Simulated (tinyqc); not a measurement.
Inside a calculation. Model: admittance spectroscopy of a deep trap.

Program tinyqc, `OMP_NUM_THREADS=1 python tinyqc.py 2050151 2050152 out.jsonl`; Intel Xeon 2.30GHz, shared host, one thread, about 0.01 s. Printed values are rounded.

Schottky contact on an n-type layer with shallow donors Nd (all ionised) and a donor-like deep trap, neutral when filled and positive when empty; depletion approximation. Traps within lam of the depletion edge stay filled. The traps at xt = W - lam, where the level crosses the Fermi level, follow a slow signal and not a fast one. w = 2 pi f.

Inputs (values chosen for the exercise); material values close to those of indium phosphide: relative permittivity eps_r = 12.5; conduction-band density of states at 300 K Nc = 5.71e17 cm^-3; thermal velocity at 300 K vth = 4.3e7 cm/s; shallow donor density Nd = 2.9e16 cm^-3; built-in voltage Vbi = 0.68 V; depth of the trap below the conduction edge Et = 0.29 eV; capture cross-section sn = 1.3e-16 cm^2; trap density Nt = 7.8e15 cm^-3; reverse bias Vr = 1.8 V; signal frequency f = 1200 Hz; temperature T = 248 K.

Constants: q = 1.602176634e-19 C, kB = 1.380649e-23 J/K, eps0 = 8.8541878128e-14 F/cm where lengths are in cm. Results are converted to the units shown.

## Widths and limiting capacitances

lam = sqrt(2 eps0 eps_r (EF - ET)/(q Nd)), EF - ET = Et - (kB T/q) ln(Nc(T)/Nd), Nc(T) = Nc (T/300 K)^1.5. In the steady state at the band bending V, 2 eps0 eps_r V/q = Nd W^2 + Nt (W - lam)^2 (the second term only if W > lam). V = Vbi + Vr. C_HF = eps0 eps_r/W, C_LF = eps0 eps_r (Nd + Nt)/(Nd W + Nt xt).

lam = 105.2257 nm
W = 324.3919 nm
xt = 219.1662 nm
C_HF = 34.11841 nF/cm^2
C_LF = 36.63738 nF/cm^2

The step is 7.38 % of C_HF.

## Admittance at the signal frequency

Emission rate en = sn vth(T) Nc(T) exp(-Et/kB T) = sn g T^2 exp(-Et/kB T), g = vth Nc/(300 K)^2, as vth goes as T^0.5 and Nc as T^1.5 (degeneracy factor 1). Inflection frequency w0 = 2 en [1 + Nt xt/(Nd W)]; C = C_HF + (C_LF - C_HF)/(1 + (w/w0)^2), G/w = (C_LF - C_HF)(w/w0)/(1 + (w/w0)^2).

en = 2788.815 1/s
w0/(2 pi) = 1049.021 Hz
C = 35.20955 nF/cm^2
G/w = 1.248184 nF/cm^2

The signal lies near the inflection, where the loss is largest.
